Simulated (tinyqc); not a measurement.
From a target to a composition: model-solid line-up of a strained alloy layer on a substrate.

Problem. A layer of the alloy is strained to the substrate, and its gap (Ec minus the top valence edge) is given. Find x between 0.02 and 0.45, where the gap is monotonic.

All values of the alloy are linear in x but the gap, Eg(x) = (1 - x) Eg_A + x Eg_B - C x (1 - x), and the valence edge, Ev(x) = (1 - x) Ev_A + x Ev_B + fv C x (1 - x); Ec = Ev + Eg. Ev is the top of the unstrained valence band on a scale common to all materials. In the layer only the Gamma valley of the conduction band is followed, also where an X or L valley would lie lower.

Coherent growth on a (001) face: e_par = (a_s - a)/a, e_perp = -2 (C12/C11) e_par; exx = eyy = e_par, ezz = e_perp, no shear.

Strained edges: Ec + ac tr(e); the valence edges are Ev plus the levels of the 6 x 6 matrix of X, Y, Z times spin with -Dso/3 + l exx + m (eyy + ezz) on the diagonal (cyclic), n exy off it, l = av + 2 b, m = av - b, n = sqrt(3) d. Spin-orbit term (Dso/3) L.sigma on X, Y, Z with (L_k)_ij = -i epsilon_kij: <X+|H|Y+> = -i Dso/3, <X+|H|Z-> = Dso/3, <Y+|H|Z-> = -i Dso/3, <Z+|H|X-> = -Dso/3, <Z+|H|Y-> = i Dso/3, <X-|H|Y-> = i Dso/3, and their conjugates; + and - are the spin along z.

Parameters, chosen for this exercise (A near InAs, B near AlAs, substrate near InAs; shifted at random, so the results belong to these values and not to a real crystal): a = (6.053, 5.669) angstrom (lattice constant of A, B); Eg = (0.422, 3.092) eV (gap at Gamma to the s-like level of A, B); Dso = (0.393, 0.279) eV (spin-orbit splitting of A, B); Ev = (-0.6, -1.32) eV (top of the unstrained valence band of A, B); ac = (-5.14, -5.6) eV (conduction deformation potential of A, B); av = (1, 2.46) eV (valence hydrostatic potential of A, B); b = (-1.82, -2.31) eV (tetragonal shear potential of A, B); d = (-3.62, -3.45) eV (trigonal shear potential of A, B); C11 = (83.2, 126) GPa (of A, B); C12 = (44.7, 53.8) GPa (of A, B); C44 = (40.1, 53.5) GPa (of A, B); C = 0.759 eV (bowing of the gap); fv = 0 (share of the bowing taken by the valence edge); a_s = 6.053 angstrom (substrate); face = 001 (growth face).

strained gap = 0.461474 eV

Find: x; e_par; gap of the relaxed alloy.

Solution. Bisect on x; the strained gap is 0.4483 eV at x = 0.02 and 1.0494 eV at x = 0.45.

x = 0.030
e_par = 0.191 %
gap of the relaxed alloy = 0.480 eV

Program tinyqc; command `OMP_NUM_THREADS=1 python tinyqc.py 1081187 1081188 out.jsonl`; about 0.02 s on one thread of a shared Intel(R) Xeon(R) Processor @ 2.30GHz.
